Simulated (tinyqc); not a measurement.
## Thermal resistances of a two-die stack

Inverse problem. Heat leaves through the lower die only, and the system is linear. Find the resistance R1 from the lower die to the coolant, R2 between the dies, and the rise of the upper die when both are powered.

Values chosen for this exercise:
```
symbol  value  unit                 meaning
P1         22     W  power of the lower die
P2        6.1     W  power of the upper die
```

rises of the lower and upper die with only the lower one powered (K): [10.56, 10.56]
rises of the lower and upper die with only the upper one powered (K): [2.928, 3.477]

Solution. With only the lower die powered no heat crosses R2, so both dies rise by P1 R1; the difference in the second test is P2 R2; rises add.

R1 = 0.4800 K/W
R2 = 0.09000 K/W
rise of the upper die = 14.04 K

Computed by the program tinyqc: `OMP_NUM_THREADS=1 python tinyqc.py 2162153 2162154 out.jsonl`, one thread of a shared Intel Xeon 2.30GHz, about 0.03 s for the whole run.
